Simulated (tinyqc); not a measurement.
CCSD on RHF in the sto-3g basis, frozen core, for BeH2, spin multiplicity 1, step by step. Computed by tinyqc, a small Python program that keeps every step (integrals from PySCF). Settings: charge = 0, multiplicity = 1, basis = sto-3g, method = RHF, frozen orbitals = 1, energy threshold = 1e-10, iteration cap = 87, orthogonalisation = symmetric, start = Wolfsberg-Helmholz matrix, DIIS depth = 6, amplitude equations = CCSD, DIIS depth for amplitudes = 0, cap on updates = 72. Command: `OMP_NUM_THREADS=1 python tinyqc.py 20577 20578 out.jsonl` (the two numbers bound the seeds that draw the settings). One thread of a shared host (Intel(R) Xeon(R) Processor @ 2.60GHz), about 0.3 s of CPU time with the checks. Later iterations appear only in the table of the cycle.

## One-electron integrals

Geometry (angstrom):
```
atom,x,y,z
Be,0.0000,0.0000,0.0000
H,0.0000,1.5360,0.0330
H,0.0000,-1.6340,0.0350
```

Basis sto-3g: exponents (1/bohr^2) and contraction coefficients of normalised primitives:
```
element,l (shell),exponent,coefficient
Be,s (1),30.1679,0.1543
Be,s (1),5.4951,0.5353
Be,s (1),1.4872,0.4446
Be,s (2),1.3148,-0.1000
Be,s (2),0.3055,0.3995
Be,s (2),0.0994,0.7001
Be,p (3),1.3148,0.1559
Be,p (3),0.3055,0.6077
Be,p (3),0.0994,0.3920
H,s (1),3.4253,0.1543
H,s (1),0.6239,0.5353
H,s (1),0.1689,0.4446
```

Overlap, kinetic and nuclear-attraction integrals over the contracted functions; the nuclear repulsion is the sum of Za Zb / Rab.

nuclear repulsion = 2.839799 hartree

overlap S, lower triangle:
```
,1Be 1s,1Be 2s,1Be 2px,1Be 2py,1Be 2pz,2H 1s,3H 1s
1Be 1s,1.0000
1Be 2s,0.2595,1.0000
1Be 2px,0.0000,0.0000,1.0000
1Be 2py,0.0000,0.0000,0.0000,1.0000
1Be 2pz,0.0000,0.0000,0.0000,0.0000,1.0000
2H 1s,0.0451,0.3832,0.0000,0.4650,0.0100,1.0000
3H 1s,0.0364,0.3474,0.0000,-0.4322,0.0093,0.0127,1.0000
```

kinetic energy T (hartree), lower triangle:
```
,1Be 1s,1Be 2s,1Be 2px,1Be 2py,1Be 2pz,2H 1s,3H 1s
1Be 1s,6.6940
1Be 2s,-0.0330,0.2111
1Be 2px,0.0000,0.0000,0.6606
1Be 2py,0.0000,0.0000,0.0000,0.6606
1Be 2pz,0.0000,0.0000,0.0000,0.0000,0.6606
2H 1s,-0.0125,0.0423,0.0000,0.1335,0.0029,0.7600
3H 1s,-0.0103,0.0317,0.0000,-0.1082,0.0023,-0.0053,0.7600
```

nuclear attraction V (hartree), lower triangle:
```
,1Be 1s,1Be 2s,1Be 2px,1Be 2py,1Be 2pz,2H 1s,3H 1s
1Be 1s,-15.2293
1Be 2s,-2.0727,-2.9597
1Be 2px,0.0000,0.0000,-2.8813
1Be 2py,-0.0016,-0.0104,0.0000,-3.0607
1Be 2pz,-0.0006,-0.0052,0.0000,-0.0002,-2.8814
2H 1s,-0.3589,-1.0515,0.0000,-1.2444,-0.0272,-2.7665
3H 1s,-0.2892,-0.9250,0.0000,1.1190,-0.0244,-0.0413,-2.6858
```

core Hamiltonian H = T + V (hartree), lower triangle:
```
,1Be 1s,1Be 2s,1Be 2px,1Be 2py,1Be 2pz,2H 1s,3H 1s
1Be 1s,-8.5353
1Be 2s,-2.1057,-2.7486
1Be 2px,0.0000,0.0000,-2.2208
1Be 2py,-0.0016,-0.0104,0.0000,-2.4001
1Be 2pz,-0.0006,-0.0052,0.0000,-0.0002,-2.2208
2H 1s,-0.3714,-1.0092,0.0000,-1.1109,-0.0243,-2.0065
3H 1s,-0.2996,-0.8932,0.0000,1.0108,-0.0220,-0.0465,-1.9257
```

## Two-electron integrals

Functions are numbered as in S; the eight-fold symmetry (ij|kl) = (ji|kl) = (kl|ij) leaves the list below.

Two-electron integrals (ij|kl) in chemists' order, unique and non-zero (hartree):
```
i,j,k,l,(ij|kl)
1,1,1,1,2.2988
2,1,1,1,0.3920
2,1,2,1,0.0795
2,2,1,1,0.5710
2,2,2,1,0.1430
2,2,2,2,0.4177
3,1,3,1,0.0146
3,2,3,1,0.0219
3,2,3,2,0.0923
3,3,1,1,0.5696
3,3,2,1,0.1431
3,3,2,2,0.4176
3,3,3,3,0.4499
4,1,4,1,0.0146
4,2,4,1,0.0219
4,2,4,2,0.0923
4,3,4,3,0.0242
4,4,1,1,0.5696
4,4,2,1,0.1431
4,4,2,2,0.4176
4,4,3,3,0.4014
4,4,4,4,0.4499
5,1,5,1,0.0146
5,2,5,1,0.0219
5,2,5,2,0.0923
5,3,5,3,0.0242
5,4,5,4,0.0242
5,5,1,1,0.5696
5,5,2,1,0.1431
5,5,2,2,0.4176
5,5,3,3,0.4014
5,5,4,4,0.4014
5,5,5,5,0.4499
6,1,1,1,0.0673
6,1,2,1,0.0137
6,1,2,2,0.0248
6,1,3,3,0.0246
6,1,4,1,0.0012
6,1,4,2,0.0023
6,1,4,4,0.0251
6,1,5,1,2.58e-05
6,1,5,2,4.89e-05
6,1,5,4,1.13e-05
6,1,5,5,0.0246
6,1,6,1,0.0025
6,2,1,1,0.1745
6,2,2,1,0.0444
6,2,2,2,0.1428
6,2,3,3,0.1372
6,2,4,1,0.0058
6,2,4,2,0.0366
6,2,4,4,0.1537
6,2,5,1,1.24e-04
6,2,5,2,0.0008
6,2,5,4,3.55e-04
6,2,5,5,0.1373
6,2,6,1,0.0084
6,2,6,2,0.0748
6,3,3,1,0.0039
6,3,3,2,0.0188
6,3,4,3,0.0062
6,3,5,3,1.33e-04
6,3,6,3,0.0066
6,4,1,1,0.1915
6,4,2,1,0.0493
6,4,2,2,0.1660
6,4,3,3,0.1562
6,4,4,1,0.0093
6,4,4,2,0.0567
6,4,4,4,0.1855
6,4,5,1,1.16e-04
6,4,5,2,0.0008
6,4,5,4,4.96e-04
6,4,5,5,0.1562
6,4,6,1,0.0097
6,4,6,2,0.0986
6,4,6,4,0.1337
6,5,1,1,0.0041
6,5,2,1,0.0011
6,5,2,2,0.0036
6,5,3,3,0.0034
6,5,4,1,1.16e-04
6,5,4,2,0.0008
6,5,4,4,0.0037
6,5,5,1,0.0039
6,5,5,2,0.0188
6,5,5,4,0.0062
6,5,5,5,0.0036
6,5,6,1,2.09e-04
6,5,6,2,0.0021
6,5,6,4,0.0027
6,5,6,5,0.0066
6,6,1,1,0.3430
6,6,2,1,0.0888
6,6,2,2,0.3208
6,6,3,3,0.2978
6,6,4,1,0.0131
6,6,4,2,0.1083
6,6,4,4,0.3665
6,6,5,1,2.81e-04
6,6,5,2,0.0023
6,6,5,4,0.0015
6,6,5,5,0.2978
6,6,6,1,0.0172
6,6,6,2,0.2166
6,6,6,4,0.3022
6,6,6,5,0.0065
6,6,6,6,0.7746
7,1,1,1,0.0543
7,1,2,1,0.0110
7,1,2,2,0.0200
7,1,3,3,0.0198
7,1,4,1,-0.0010
7,1,4,2,-0.0018
7,1,4,4,0.0203
7,1,5,1,2.08e-05
7,1,5,2,3.93e-05
7,1,5,4,-8.78e-06
7,1,5,5,0.0198
7,1,6,1,0.0018
7,1,6,2,0.0057
7,1,6,4,0.0062
7,1,6,5,1.44e-04
7,1,6,6,0.0114
7,1,7,1,0.0016
7,2,1,1,0.1523
7,2,2,1,0.0388
7,2,2,2,0.1263
7,2,3,3,0.1213
7,2,4,1,-0.0050
7,2,4,2,-0.0328
7,2,4,4,0.1363
7,2,5,1,1.08e-04
7,2,5,2,0.0007
7,2,5,4,-3.20e-04
7,2,5,5,0.1213
7,2,6,1,0.0062
7,2,6,2,0.0331
7,2,6,4,0.0355
7,2,6,5,0.0009
7,2,6,6,0.0705
7,2,7,1,0.0059
7,2,7,2,0.0608
7,3,3,1,0.0033
7,3,3,2,0.0160
7,3,4,3,-0.0054
7,3,5,3,1.17e-04
7,3,6,3,0.0021
7,3,7,3,0.0050
7,4,1,1,-0.1715
7,4,2,1,-0.0442
7,4,2,2,-0.1504
7,4,3,3,-0.1416
7,4,4,1,0.0080
7,4,4,2,0.0506
7,4,4,4,-0.1680
7,4,5,1,-1.02e-04
7,4,5,2,-0.0007
7,4,5,4,4.48e-04
7,4,5,5,-0.1416
7,4,6,1,-0.0069
7,4,6,2,-0.0367
7,4,6,4,-0.0384
7,4,6,5,-0.0010
7,4,6,6,-0.0780
7,4,7,1,-0.0070
7,4,7,2,-0.0816
7,4,7,4,0.1124
7,5,1,1,0.0037
7,5,2,1,0.0009
7,5,2,2,0.0032
7,5,3,3,0.0030
7,5,4,1,-1.02e-04
7,5,4,2,-0.0007
7,5,4,4,0.0034
7,5,5,1,0.0033
7,5,5,2,0.0160
7,5,5,4,-0.0055
7,5,5,5,0.0033
7,5,6,1,1.59e-04
7,5,6,2,0.0009
7,5,6,4,0.0010
7,5,6,5,0.0022
7,5,6,6,0.0020
7,5,7,1,1.50e-04
7,5,7,2,0.0017
7,5,7,4,-0.0023
7,5,7,5,0.0051
7,6,1,1,0.0078
7,6,2,1,0.0019
7,6,2,2,0.0055
7,6,3,3,0.0054
7,6,4,1,-9.33e-06
7,6,4,2,-6.26e-05
7,6,4,4,0.0056
7,6,5,1,1.15e-05
7,6,5,2,5.72e-05
7,6,5,4,-8.55e-07
7,6,5,5,0.0054
7,6,6,1,3.36e-04
7,6,6,2,0.0019
7,6,6,4,0.0022
7,6,6,5,5.92e-05
7,6,6,6,0.0043
7,6,7,1,2.72e-04
7,6,7,2,0.0017
7,6,7,4,-0.0021
7,6,7,5,5.47e-05
7,6,7,6,7.34e-05
7,7,1,1,0.3229
7,7,2,1,0.0837
7,7,2,2,0.3063
7,7,3,3,0.2848
7,7,4,1,-0.0117
7,7,4,2,-0.1017
7,7,4,4,0.3491
7,7,5,1,2.51e-04
7,7,5,2,0.0022
7,7,5,4,-0.0014
7,7,5,5,0.2849
7,7,6,1,0.0134
7,7,6,2,0.0767
7,7,6,4,0.0822
7,7,6,5,0.0022
7,7,6,6,0.1669
7,7,7,1,0.0130
7,7,7,2,0.1933
7,7,7,4,-0.2740
7,7,7,5,0.0059
7,7,7,6,0.0043
7,7,7,7,0.7746
```

## Orthogonalisation

S = U s U^T; symmetric (Loewdin) form X = U s^(-1/2) U^T, so that X^T S X = 1.

eigenvalues of S: 0.3538  0.4536  0.9557  1.0000  1.0008  1.5917  1.6443

X, lower triangle:
```
,1Be 1s,1Be 2s,1Be 2px,1Be 2py,1Be 2pz,2H 1s,3H 1s
1Be 1s,1.0285
1Be 2s,-0.1503,1.1586
1Be 2px,0.0000,0.0000,1.0000
1Be 2py,-0.0011,0.0197,0.0000,1.2228
1Be 2pz,-0.0004,0.0034,0.0000,0.0005,1.0001
2H 1s,0.0211,-0.2440,0.0000,-0.3309,-0.0062,1.1947
3H 1s,0.0205,-0.2065,0.0000,0.2962,-0.0054,-0.0563,1.1562
```

## Starting guess

The start is the generalised Wolfsberg-Helmholz matrix (K = 1.75) built on H; D = 2 C_occ C_occ^T.

D at the start, lower triangle:
```
,1Be 1s,1Be 2s,1Be 2px,1Be 2py,1Be 2pz,2H 1s,3H 1s
1Be 1s,2.0422
1Be 2s,-0.1698,0.8024
1Be 2px,0.0000,0.0000,0.0000
1Be 2py,0.0085,-0.0375,0.0000,0.8386
1Be 2pz,-0.0069,0.0194,0.0000,-0.0011,0.0005
2H 1s,-0.2033,0.4708,0.0000,0.4140,0.0114,0.5088
3H 1s,-0.1995,0.4799,0.0000,-0.4218,0.0119,0.0786,0.4824
```

## Iteration 1: building the Fock matrix

J_ij = sum D_kl (ij|kl), K_ij = sum D_kl (ik|jl); F = H + J - 0.5 K; E = tr D H + tr D J / 2 - 0.25 tr D K + E_nn.

Coulomb J (hartree), lower triangle:
```
,1Be 1s,1Be 2s,1Be 2px,1Be 2py,1Be 2pz,2H 1s,3H 1s
1Be 1s,6.3938
1Be 2s,1.2416,2.6171
1Be 2px,0.0000,0.0000,2.5528
1Be 2py,0.0011,0.0064,0.0000,2.7355
1Be 2pz,0.0015,0.0090,0.0000,0.0001,2.5529
2H 1s,0.2150,0.9388,0.0000,1.1165,0.0251,2.2789
3H 1s,0.1732,0.8282,0.0000,-1.0067,0.0225,0.0356,2.1830
```

exchange K (hartree), lower triangle:
```
,1Be 1s,1Be 2s,1Be 2px,1Be 2py,1Be 2pz,2H 1s,3H 1s
1Be 1s,4.6160
1Be 2s,0.8275,0.8791
1Be 2px,0.0000,0.0000,0.1627
1Be 2py,0.0001,0.0073,0.0000,0.9801
1Be 2pz,-0.0005,0.0187,0.0000,0.0001,0.1632
2H 1s,0.1426,0.5420,0.0000,0.6227,0.0145,1.0090
3H 1s,0.1141,0.5004,0.0000,-0.5766,0.0136,0.0150,0.9361
```

Fock matrix F (hartree), lower triangle:
```
,1Be 1s,1Be 2s,1Be 2px,1Be 2py,1Be 2pz,2H 1s,3H 1s
1Be 1s,-4.4495
1Be 2s,-1.2779,-0.5711
1Be 2px,0.0000,0.0000,0.2507
1Be 2py,-0.0005,-0.0076,0.0000,-0.1546
1Be 2pz,0.0012,-0.0055,0.0000,-0.0002,0.2505
2H 1s,-0.2277,-0.3413,0.0000,-0.3058,-0.0065,-0.2321
3H 1s,-0.1835,-0.3151,0.0000,0.2925,-0.0063,-0.0184,-0.2108
```

total energy of this density = -15.471434 hartree

## Iteration 1: diagonalisation and new density

Diagonalise F' = X^T F X, C = X C', fill 3 alpha and 3 beta electrons from the bottom; D = 2 C_occ C_occ^T. Each column has its largest component positive (the first on a tie).

F' = X^T F X (hartree), lower triangle:
```
,1,2,3,4,5,6,7
1,-4.3384
2,-0.7027,-0.1308
3,0.0000,0.0000,0.2507
4,-0.0003,0.0150,0.0000,0.1880
5,0.0011,-0.0002,0.0000,0.0004,0.2507
6,-0.0059,-0.2882,0.0000,-0.3854,-0.0078,0.0616
7,0.0079,-0.2585,0.0000,0.3583,-0.0072,-0.0751,0.0367
```

orbital energies (hartree): MO1 -4.4535, MO2 -0.4036, MO3 -0.3698, MO4 0.2503, MO5 0.2507, MO6 0.3581, MO7 0.6864

coefficients C:
```
,MO1,MO2,MO3,MO4,MO5,MO6,MO7
1Be 1s,0.9910,-0.2075,0.0323,0.0179,0.0000,-0.2330,-0.0230
1Be 2s,0.0345,0.5849,-0.1040,-0.0736,0.0000,1.0433,0.1391
1Be 2px,0.0000,0.0000,0.0000,0.0000,1.0000,0.0000,0.0000
1Be 2py,0.0004,0.0805,0.5089,0.0029,0.0000,-0.0892,1.1914
1Be 2pz,-0.0001,0.0084,-0.0016,0.9973,0.0000,0.0745,0.0046
2H 1s,-0.0050,0.4647,0.3455,0.0350,0.0000,-0.6497,-0.9173
3H 1s,-0.0048,0.3320,-0.4825,0.0388,0.0000,-0.7708,0.7295
```

D after iteration 1, lower triangle:
```
,1Be 1s,1Be 2s,1Be 2px,1Be 2py,1Be 2pz,2H 1s,3H 1s
1Be 1s,2.0524
1Be 2s,-0.1811,0.7082
1Be 2px,0.0000,0.0000,0.0000
1Be 2py,0.0002,-0.0116,0.0000,0.5309
1Be 2pz,-0.0038,0.0101,0.0000,-0.0002,0.0001
2H 1s,-0.1805,0.4713,0.0000,0.4265,0.0067,0.6707
3H 1s,-0.1785,0.4883,0.0000,-0.4376,0.0071,-0.0249,0.6860
```

## Iteration 7 (converged): orbitals

converged F (hartree), lower triangle:
```
,1Be 1s,1Be 2s,1Be 2px,1Be 2py,1Be 2pz,2H 1s,3H 1s
1Be 1s,-4.5313
1Be 2s,-1.2900,-0.5921
1Be 2px,0.0000,0.0000,0.2136
1Be 2py,0.0000,-0.0124,0.0000,-0.1403
1Be 2pz,0.0005,-0.0035,0.0000,-0.0004,0.2135
2H 1s,-0.2318,-0.3483,0.0000,-0.3071,-0.0052,-0.2429
3H 1s,-0.1874,-0.3180,0.0000,0.2918,-0.0048,-0.0130,-0.2143
```

As before.

F' = X^T F X (hartree), lower triangle:
```
,1,2,3,4,5,6,7
1,-4.4220
2,-0.6996,-0.1524
3,0.0000,0.0000,0.2136
4,0.0011,0.0095,0.0000,0.2072
5,0.0002,0.0014,0.0000,0.0002,0.2136
6,-0.0095,-0.2885,0.0000,-0.3857,-0.0065,0.0499
7,0.0046,-0.2592,0.0000,0.3600,-0.0058,-0.0671,0.0329
```

orbital energies (hartree): MO1 -4.5347, MO2 -0.4168, MO3 -0.3697, MO4 0.2133, MO5 0.2136, MO6 0.3474, MO7 0.6897

coefficients C:
```
,MO1,MO2,MO3,MO4,MO5,MO6,MO7
1Be 1s,0.9919,-0.2081,-0.0416,0.0135,0.0000,-0.2280,-0.0177
1Be 2s,0.0310,0.5965,0.1321,-0.0569,0.0000,1.0374,0.1168
1Be 2px,0.0000,0.0000,0.0000,0.0000,1.0000,0.0000,0.0000
1Be 2py,0.0002,0.0998,-0.4854,0.0013,0.0000,-0.0665,1.2012
1Be 2pz,0.0000,0.0047,0.0008,0.9982,0.0000,0.0612,0.0035
2H 1s,-0.0038,0.4704,-0.3392,0.0283,0.0000,-0.6763,-0.8975
3H 1s,-0.0038,0.2963,0.5087,0.0303,0.0000,-0.7612,0.7374
```

D after iteration 7, lower triangle:
```
,1Be 1s,1Be 2s,1Be 2px,1Be 2py,1Be 2pz,2H 1s,3H 1s
1Be 1s,2.0577
1Be 2s,-0.1977,0.7485
1Be 2px,0.0000,0.0000,0.0000
1Be 2py,-0.0007,-0.0091,0.0000,0.4911
1Be 2pz,-0.0021,0.0059,0.0000,0.0001,0.0000
2H 1s,-0.1751,0.4713,0.0000,0.4232,0.0039,0.6726
3H 1s,-0.1732,0.4877,0.0000,-0.4347,0.0037,-0.0663,0.6932
```

## Convergence

Stop when the energy changes by less than 1e-10 hartree and every element of the error matrix X^T (F D S - S D F) X is below 3e-06.

Course of the cycle:
```
iteration,E (hartree),change,largest element of the error matrix
1,-15.471434,-,1.77e-01
2,-15.507067,-3.56e-02,1.94e-02
3,-15.507802,-7.35e-04,3.10e-03
4,-15.507833,-3.05e-05,2.89e-04
5,-15.507833,-2.45e-07,2.25e-05
6,-15.507833,-1.57e-09,2.68e-06
7,-15.507833,-2.77e-11,7.74e-07
```

PySCF RHF in the same basis = -15.507833 hartree

Converged in 7 iterations.

## Populations, bond orders and dipole

Mulliken: Z minus the diagonal of D S on the atom; Loewdin: the same with S^(1/2) D S^(1/2); Mayer order: 2 sum_s sum (D(s) S)_ij (D(s) S)_ji over the two atoms.

Charges (e):
```
atom,Mulliken,Loewdin
1Be,0.0847,0.0727
2H,-0.0413,-0.0350
3H,-0.0434,-0.0378
```

Mayer bond orders:
```
pair,order
2-1,0.9916
3-1,0.9914
3-2,0.0067
```

dipole moment about the origin, x y z (debye): 0.0000  0.0395  -0.0970

## Integrals over molecular orbitals

(pq|rs) = sum C_ip C_jq C_kr C_ls (ij|kl), one index at a time.

one-electron integrals over orbitals h = C^T H C (hartree), lower triangle:
```
,1,2,3,4,5,6,7
1,-8.5241
2,0.2037,-2.2932
3,0.0414,0.0111,-2.2093
4,-0.0135,0.0076,0.0030,-2.2200
5,0.0000,0.0000,0.0000,0.0000,-2.2208
6,0.2031,-0.2339,-0.0871,-0.0153,0.0000,-1.8906
7,0.0133,-0.0736,0.3042,-0.0005,0.0000,0.0046,-1.8594
```

Two-electron integrals over orbitals (pq|rs), unique and non-zero (hartree); the lowest 1 orbital is frozen and left out:
```
p,q,r,s,(pq|rs)
2,2,2,2,0.4016
3,2,2,2,-0.0636
3,2,3,2,0.1326
3,3,2,2,0.3583
3,3,3,2,0.0514
3,3,3,3,0.4290
4,2,2,2,0.0023
4,2,3,2,-0.0008
4,2,3,3,0.0023
4,2,4,2,0.0461
4,3,2,2,-0.0013
4,3,3,2,0.0037
4,3,3,3,0.0022
4,3,4,2,0.0066
4,3,4,3,0.0138
4,4,2,2,0.3530
4,4,3,2,0.0005
4,4,3,3,0.3326
4,4,4,2,-0.0080
4,4,4,3,-0.0020
4,4,4,4,0.4500
5,2,5,2,0.0460
5,3,5,2,0.0066
5,3,5,3,0.0136
5,4,5,2,-0.0025
5,4,5,3,-0.0006
5,4,5,4,0.0243
5,5,2,2,0.3531
5,5,3,2,0.0005
5,5,3,3,0.3326
5,5,4,2,-0.0030
5,5,4,3,-0.0009
5,5,4,4,0.4012
5,5,5,5,0.4499
6,2,2,2,-0.0214
6,2,3,2,0.0197
6,2,3,3,-0.0323
6,2,4,2,-0.0014
6,2,4,3,-1.35e-05
6,2,4,4,0.0648
6,2,5,5,0.0652
6,2,6,2,0.0792
6,3,2,2,0.0354
6,3,3,2,-0.0813
6,3,3,3,-0.0443
6,3,4,2,-5.55e-05
6,3,4,3,-0.0037
6,3,4,4,0.0220
6,3,5,5,0.0221
6,3,6,2,0.0095
6,3,6,3,0.0922
6,4,2,2,0.0007
6,4,3,2,-4.06e-04
6,4,3,3,-0.0017
6,4,4,2,0.0446
6,4,4,3,0.0102
6,4,4,4,-0.0006
6,4,5,5,0.0025
6,4,6,2,0.0065
6,4,6,3,0.0022
6,4,6,4,0.0485
6,5,5,2,0.0451
6,5,5,3,0.0104
6,5,5,4,-0.0016
6,5,6,5,0.0488
6,6,2,2,0.3676
6,6,3,2,0.0140
6,6,3,3,0.3921
6,6,4,2,0.0067
6,6,4,3,0.0020
6,6,4,4,0.3504
6,6,5,5,0.3509
6,6,6,2,-0.0239
6,6,6,3,-0.0180
6,6,6,4,0.0042
6,6,6,6,0.3942
7,2,2,2,-0.0183
7,2,3,2,0.0372
7,2,3,3,0.0082
7,2,4,2,-0.0016
7,2,4,3,0.0029
7,2,4,4,0.0176
7,2,5,5,0.0176
7,2,6,2,0.0295
7,2,6,3,-0.0557
7,2,6,4,0.0009
7,2,6,6,-0.0007
7,2,7,2,0.0624
7,3,2,2,-0.0011
7,3,3,2,-0.0027
7,3,3,3,0.0165
7,3,4,2,0.0042
7,3,4,3,0.0015
7,3,4,4,-0.0682
7,3,5,5,-0.0683
7,3,6,2,-0.0721
7,3,6,3,-0.0292
7,3,6,4,-0.0033
7,3,6,6,0.0195
7,3,7,2,-0.0144
7,3,7,3,0.0825
7,4,2,2,-0.0030
7,4,3,2,0.0068
7,4,3,3,0.0029
7,4,4,2,0.0064
7,4,4,3,-0.0119
7,4,4,4,-2.85e-04
7,4,5,5,1.46e-05
7,4,6,2,0.0012
7,4,6,3,-0.0046
7,4,6,4,0.0026
7,4,6,6,0.0013
7,4,7,2,0.0016
7,4,7,3,-1.98e-04
7,4,7,4,0.0175
7,5,5,2,0.0065
7,5,5,3,-0.0121
7,5,5,4,-1.52e-04
7,5,6,5,0.0027
7,5,7,5,0.0172
7,6,2,2,0.0562
7,6,3,2,-0.1258
7,6,3,3,-0.0558
7,6,4,2,0.0012
7,6,4,3,-0.0044
7,6,4,4,0.0007
7,6,5,5,0.0008
7,6,6,2,-0.0160
7,6,6,3,0.0883
7,6,6,4,0.0011
7,6,6,6,-0.0183
7,6,7,2,-0.0471
7,6,7,3,-2.53e-04
7,6,7,4,-0.0063
7,6,7,6,0.1332
7,7,2,2,0.4081
7,7,3,2,-0.0236
7,7,3,3,0.4044
7,7,4,2,0.0007
7,7,4,3,-0.0006
7,7,4,4,0.3767
7,7,5,5,0.3767
7,7,6,2,-0.0203
7,7,6,3,0.0126
7,7,6,4,-0.0013
7,7,6,6,0.4053
7,7,7,2,-0.0105
7,7,7,3,-0.0049
7,7,7,4,-0.0010
7,7,7,6,0.0183
7,7,7,7,0.4545
```

## CCSD: starting amplitudes

t_ij^ab = <ij||ab> / (e_i + e_j - e_a - e_b), whose energy is MP2.

Starting amplitudes (spin orbitals 1a, 1b, ...; amplitudes related by a flip of all spins are not repeated; the 24 largest):
```
from,to,t
3a 3b,6a 6b,-0.0643
2a 2b,6a 6b,-0.0518
2a 3b,6a 7b,0.0395
3a 3b,7a 7b,-0.0389
2a 2b,4a 4b,-0.0366
2a 2b,5a 5b,-0.0365
2a 3b,6b 7a,-0.0305
2a 2b,7a 7b,-0.0282
3a 3b,6a 7b,0.0165
2a 2b,6a 7b,-0.0158
3a 3b,4a 4b,-0.0118
3a 3b,5a 5b,-0.0117
2a 3a,6a 7a,0.0090
2a 3b,7a 7b,0.0067
2a 3b,6a 6b,-0.0064
2a 3b,5a 5b,-0.0055
2a 3b,4a 4b,-0.0055
3a 3b,4a 6b,0.0028
2a 3b,4a 7b,-0.0025
2a 3b,4b 7a,0.0017
2a 2b,4a 6b,0.0010
2a 2b,4a 7b,0.0009
3a 3b,4a 7b,-0.0009
2a 3a,4a 7a,-0.0007
```

correlation energy = -0.030491 hartree

## CCSD: amplitude update 1

t_i^a D_i^a and t_ij^ab D_ij^ab are set to the remaining terms of the spin-orbital equations, evaluated with the old amplitudes; for the doubles these are <ij||ab> + 1/2 <ab||ef> t_ij^ef + 1/2 <mn||ij> t_mn^ab + P(ij)P(ab) <mb||ej> t_im^ae + terms in t^2 + terms with t1, D the orbital-energy denominators.

Amplitudes after update 1 (spin orbitals 1a, 1b, ...; amplitudes related by a flip of all spins are not repeated; the 24 largest):
```
from,to,t
3a 3b,6a 6b,-0.0911
2a 2b,6a 6b,-0.0681
2a 3b,6a 7b,0.0554
3a 3b,7a 7b,-0.0503
2a 2b,4a 4b,-0.0457
2a 2b,5a 5b,-0.0457
2a 3b,6b 7a,-0.0453
2a 2b,7a 7b,-0.0380
3a 3b,6a 7b,0.0236
2a 2b,6a 7b,-0.0221
2a 3a,6a 7a,0.0101
2a 3b,7a 7b,0.0087
2a 3b,6a 6b,-0.0085
2a 3b,5a 5b,-0.0081
2a 3b,4a 4b,-0.0081
3a 3b,4a 4b,-0.0081
3a 3b,5a 5b,-0.0078
2a,6a,0.0060
3a 3b,4a 6b,0.0046
2a 3b,4a 7b,-0.0034
2a 3b,4b 7a,0.0026
3a,6a,0.0014
2a 2b,4a 6b,0.0014
2a 2b,4a 7b,0.0013
```

correlation energy = -0.041505 hartree

## CCSD: amplitude update 2

As before.

Amplitudes after update 2 (spin orbitals 1a, 1b, ...; amplitudes related by a flip of all spins are not repeated; the 24 largest):
```
from,to,t
3a 3b,6a 6b,-0.1042
2a 2b,6a 6b,-0.0739
2a 3b,6a 7b,0.0611
3a 3b,7a 7b,-0.0543
2a 3b,6b 7a,-0.0509
2a 2b,4a 4b,-0.0488
2a 2b,5a 5b,-0.0488
2a 2b,7a 7b,-0.0419
3a 3b,6a 7b,0.0262
2a 2b,6a 7b,-0.0242
2a 3a,6a 7a,0.0102
2a 3b,5a 5b,-0.0094
2a 3b,4a 4b,-0.0094
2a 3b,7a 7b,0.0093
2a,6a,0.0091
2a 3b,6a 6b,-0.0088
3a 3b,4a 6b,0.0056
3a 3b,4a 4b,-0.0044
3a 3b,5a 5b,-0.0041
2a 3b,4a 7b,-0.0038
2a 3b,4b 7a,0.0029
3a,6a,0.0021
3a,7a,0.0019
2a 2b,4a 6b,0.0016
```

correlation energy = -0.045708 hartree

## CCSD: amplitude update 3

As before.

Amplitudes after update 3 (spin orbitals 1a, 1b, ...; amplitudes related by a flip of all spins are not repeated; the 24 largest):
```
from,to,t
3a 3b,6a 6b,-0.1104
2a 2b,6a 6b,-0.0756
2a 3b,6a 7b,0.0634
3a 3b,7a 7b,-0.0555
2a 3b,6b 7a,-0.0530
2a 2b,4a 4b,-0.0502
2a 2b,5a 5b,-0.0501
2a 2b,7a 7b,-0.0433
3a 3b,6a 7b,0.0271
2a 2b,6a 7b,-0.0250
2a,6a,0.0108
2a 3a,6a 7a,0.0103
2a 3b,5a 5b,-0.0101
2a 3b,4a 4b,-0.0101
2a 3b,7a 7b,0.0094
2a 3b,6a 6b,-0.0086
3a 3b,4a 6b,0.0061
2a 3b,4a 7b,-0.0039
2a 3b,4b 7a,0.0031
3a,7a,0.0026
3a,6a,0.0025
3a 3b,4a 4b,-0.0022
3a 3b,5a 5b,-0.0019
2a 2b,4a 6b,0.0017
```

correlation energy = -0.047361 hartree

## CCSD: convergence

E_corr = 1/4 sum <ij||ab> t_ij^ab + 1/2 sum <ij||ab> t_i^a t_j^b; stop when the norm of the change is below 1e-8.

Course of the amplitude iterations:
```
update,correlation energy (hartree),norm of the change
0,-0.030491,-
1,-0.041505,1.02e-01
2,-0.045708,4.22e-02
3,-0.047361,1.84e-02
4,-0.048034,8.58e-03
5,-0.048316,4.31e-03
6,-0.048439,2.34e-03
7,-0.048494,1.34e-03
8,-0.048521,7.95e-04
9,-0.048533,4.82e-04
10,-0.048540,2.95e-04
11,-0.048544,1.82e-04
12,-0.048546,1.12e-04
13,-0.048547,6.93e-05
...,...,...
19,-0.048549,3.91e-06
20,-0.048549,2.42e-06
21,-0.048549,1.50e-06
22,-0.048549,9.32e-07
23,-0.048549,5.78e-07
24,-0.048549,3.58e-07
25,-0.048549,2.22e-07
26,-0.048549,1.38e-07
27,-0.048549,8.54e-08
28,-0.048549,5.30e-08
29,-0.048549,3.29e-08
30,-0.048549,2.04e-08
31,-0.048549,1.27e-08
32,-0.048549,7.87e-09
```

Converged amplitudes (spin orbitals 1a, 1b, ...; amplitudes related by a flip of all spins are not repeated; the 24 largest):
```
from,to,t
3a 3b,6a 6b,-0.1169
2a 2b,6a 6b,-0.0752
2a 3b,6a 7b,0.0651
3a 3b,7a 7b,-0.0555
2a 3b,6b 7a,-0.0541
2a 2b,4a 4b,-0.0520
2a 2b,5a 5b,-0.0519
2a 2b,7a 7b,-0.0444
3a 3b,6a 7b,0.0276
2a 2b,6a 7b,-0.0253
2a,6a,0.0131
2a 3a,6a 7a,0.0110
2a 3b,5a 5b,-0.0110
2a 3b,4a 4b,-0.0110
2a 3b,7a 7b,0.0093
2a 3b,6a 6b,-0.0077
3a 3b,4a 6b,0.0068
2a 3b,4a 7b,-0.0041
3a,7a,0.0039
2a 3b,4b 7a,0.0032
3a,6a,0.0028
2a,4a,-0.0021
2a 2b,4a 6b,0.0017
2a 2b,4a 7b,0.0016
```

CCSD total energy = -15.556382 hartree

T1 diagnostic, norm of the one-spin t1 over sqrt(correlated electrons) = 0.0071

Converged in 32 updates.
